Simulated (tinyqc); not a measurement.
Trap spacing and activation energy from three currents.

Question. In its exponential range, without heating, an amorphous layer of thickness ua passes I = (I0/2) exp[-(Ea - q V dz/(2 ua))/kB T]. Find dz, Ea and I0.

Inputs (values chosen for the exercise):
```
symbol  value  unit              meaning
ua         29    nm  amorphous thickness
```

Constants: q = 1.602176634e-19 C, kB = 1.380649e-23 J/K. Results are converted to the units shown.

I at (0.32 V, 300 K), (0.49 V, 300 K) and (0.49 V, 340 K) (nA): [2014.2708, 5401.3088, 14467.252]

Solution. The two voltages give dz/ua, the two temperatures the lowered barrier.

dz = 8.700 nm
Ea = 0.2900 eV
I0 = 46.83 mA

Computed by the program tinyqc: `OMP_NUM_THREADS=1 python tinyqc.py 2490123 2490124 out.jsonl`, one thread of a shared Intel Xeon 2.30GHz, about 0.01 s for the whole run.
